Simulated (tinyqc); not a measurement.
Temperature and isotope dependence of a band gap in oscillator models: one step. Slope and asymptote. Two cases, with inputs chosen for the exercise.

Task: dE/dT = -sum sl_i (th_i/T)^2 n_i (1 + n_i). At high T, n -> T/th - 1/2, so E -> E0 + ZP - (sum sl_i) T. Give the slope, its ratio to the limit, and the value at 0 K of the tangent drawn at T.

E(T) = E0 - sum_i sl_i th_i n_i(T), n = 1/(exp(th/T) - 1). The same coupling lowers the gap at 0 K by the zero-point term ZP = sum_i sl_i th_i/2, so the gap of the static lattice is E0 + ZP. Thermal expansion is taken as part of the slopes.

Give: dE/dT; ratio to the limiting slope; intercept of the tangent; intercept - E0.

Case 1.

Values chosen (near those of diamond; not measured data): E0 = 5.509 eV (gap at 0 K); th = (466, 1673) K (temperatures of two oscillators); sl = (0.1438, 0.4552) meV/K (their high-temperature slopes); T = 300 K (temperature).

Result:

dE/dT = -0.1721 meV/K
ratio to the limiting slope = 0.2872
intercept of the tangent = 5.5397 eV
intercept - E0 = 30.75 meV

The tangent recovers 7 % of ZP: the extrapolation works only from T well above the higher oscillator (1673 K).

Case 2.

Values chosen (near those of Si; not measured data): E0 = 1.165 eV (gap at 0 K); th = (171, 548) K (temperatures of two oscillators); sl = (0.0578, 0.2462) meV/K (their high-temperature slopes); T = 400 K (temperature).

Result:

dE/dT = -0.2680 meV/K
ratio to the limiting slope = 0.8815
intercept of the tangent = 1.2077 eV
intercept - E0 = 42.70 meV

The tangent recovers 59 % of ZP: the extrapolation works only from T well above the higher oscillator (548 K).

Computed by tinyqc, one run a case: `OMP_NUM_THREADS=1 python tinyqc.py N N+1 out.jsonl` with N = 1881155, 1881174; one thread of a shared Intel(R) Xeon(R) Processor @ 2.30GHz, about 0.01 s a run at most.
